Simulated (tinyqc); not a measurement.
Square on-chip spiral inductor, lumped pi model: quality factor against frequency.

Outer diameter do = di + 2 n wd + 2 (n - 1) sp, mean da = (do + di)/2, fill p = (do - di)/(do + di), length l = 4 n da. L = 2.34 mu0 n^2 da/(1 + 2.75 p), mu0 = 4 pi 1e-7 H/m. Rs = rho l/(wd delta (1 - exp(-th/delta))), delta = sqrt(rho/(pi f mu0)). Cs = n wd^2 eps0 eo/hu across the coil. At each end Cox = l wd eps0 eo/(2 ho) leads to the substrate branch Rsi = 2 rs he/(l wd) in parallel with Csi = l wd eps0 11.7/(2 he). With one end grounded Y = 1/(Rs + i w L) + i w Cs + 1/[1/(i w Cox) + 1/(1/Rsi + i w Csi)], w = 2 pi f; Q = -Im Y/Re Y. Eddy currents in neighbouring turns and in the substrate are left out.

Apparent inductance Im(1/Y)/w; share of the loss Re(substrate branch)/Re Y.

Parameters, values chosen for the exercise; values of the order met in silicon radio-frequency processes: number of turns n = 3.5; line width wd = 10 um; space between turns sp = 3 um; inner diameter di = 100 um; metal thickness th = 2 um; metal resistivity rho = 1.9 uohm cm; oxide below the coil ho = 8.6 um; oxide between coil and underpass hu = 0.8 um; relative permittivity of the oxide eo = 4.1; substrate resistivity rs = 1000 ohm cm; effective spreading depth in the substrate he = 80 um.

Constants: eps0 = 8.8541878128e-12 F/m. Results are converted to the units shown.

Results:
```
f (GHz)  Rs (ohm)  w L/Rs      Q  apparent inductance (nH)  loss in the substrate (%)
0.31        2.417   2.273  2.272                     2.821                    0.01073
0.51        2.579   3.504  3.501                     2.822                    0.02488
0.83        2.790   5.271  5.257                     2.825                    0.05850
1.4         3.098   8.008  7.951                     2.836                     0.1470
2.2         3.457   11.28  11.08                     2.859                     0.3224
5.9         4.711   22.19  19.64                     3.132                      1.669
9.7         5.715   30.07  21.15                     3.860                      3.641
16          7.096   39.95  9.783                     10.53                      7.643
```

Estimate the missing row, f = 3.6 GHz.

Computed row:
```
f (GHz)  Rs (ohm)  w L/Rs      Q  apparent inductance (nH)  loss in the substrate (%)
3.6         3.985   16.01  15.30                     2.928                     0.7429
```

With this row back in the table: Q goes from 2.27 through a maximum of 21.1 (at f = 9.7 GHz among the rows listed) to 9.78; the exact peak is 21.4 at 8.67 GHz and Q reaches zero at the self-resonance, 18.7 GHz. The share of the substrate rises from 0.0107 to 7.64 %, and the apparent inductance ends at 3.73 times L. At the peak the substrate takes 3.06 % of the loss. For f = 16 the coil is longer than 0.15 of a wavelength in the oxide, where one lumped section is rough.

tinyqc, about 0.01 s, one thread, Intel Xeon 2.30GHz (shared host): `OMP_NUM_THREADS=1 python tinyqc.py 2302011 2302012 out.jsonl`
